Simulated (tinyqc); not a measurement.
Ways to converge the cycle: SCF convergence aids in the sto-3g basis, for H3, spin multiplicity 2. Computed by the program tinyqc with PySCF. UHF with one setting changed at a time; a run stops when the energy changes by less than 1e-09 hartree and the error matrix is below 1e-5. The start is random orbitals. Damping d keeps d of the old density; a shift (hartree) raises the virtual levels; DIIS n extrapolates F over n matrices.

Geometry (angstrom):
```
atom       x       y        z
H     0.0000  0.0000   0.0000
H     0.0000  0.0000   1.2880
H     0.0000  0.0000  -1.2880
```

lowest solution found by these runs and by PySCF with stability checks = -1.484085 hartree

Largest element of the error matrix X^T (FDS - SDF) X:
```
iteration    plain  damping 0.3  damping 0.6  shift 0.4   DIIS 3   DIIS 8
1          2.1e-01      2.1e-01      2.1e-01    2.1e-01  2.1e-01  2.1e-01
2          1.0e-01      1.2e-01      1.5e-01    1.6e-01  1.0e-01  1.0e-01
3          5.1e-02      7.3e-02      1.2e-01    1.0e-01  4.8e-02  4.8e-02
4          3.8e-02      4.1e-02      9.2e-02    6.1e-02  3.9e-02  3.9e-02
5          3.9e-02      4.0e-02      7.0e-02    3.7e-02  3.9e-02  3.9e-02
6          3.9e-02      3.9e-02      5.3e-02    3.4e-02  3.1e-02  5.8e-02
8          3.2e-02      3.9e-02      4.2e-02    3.7e-02  2.5e-02  8.1e-02
10         1.9e-02      3.5e-02      4.0e-02    3.9e-02  3.3e-02  1.0e-01
14         3.7e-03      1.9e-02      3.9e-02    2.8e-02  2.9e-02  3.1e-02
20         2.2e-04      3.8e-03      2.8e-02    7.7e-03  2.0e-02  3.1e-02
30               -      1.8e-04      8.3e-03    4.4e-04  3.7e-02  2.2e-02
45               -            -      7.8e-04          -        -  2.2e-02
60               -            -      6.5e-05          -        -  6.6e-02
```

How each run ends:
```
run          iterations  E (hartree)                                                        state
plain                27     -1.48408                                                 lowest found
damping 0.3          40     -1.48408                                                 lowest found
damping 0.6         >60     -1.48408  falls steadily but slowly, by a factor of about 0.85 a step
shift 0.4            44     -1.48408                                                 lowest found
DIIS 3               37     -1.48408                                                 lowest found
DIIS 8              >60     -1.36805                                      wanders without falling
```

What does the comparison show, and why?

4 of 6 runs reach the lowest solution found, in 27 to 44 iterations (fastest: plain). Not converged: damping 0.6, DIIS 8. Plain steps already contract here, so damping only slows them. DIIS minimises the error, not the energy, so it can stall or settle near a saddle, and its small system turns near-singular when few rotations are active.
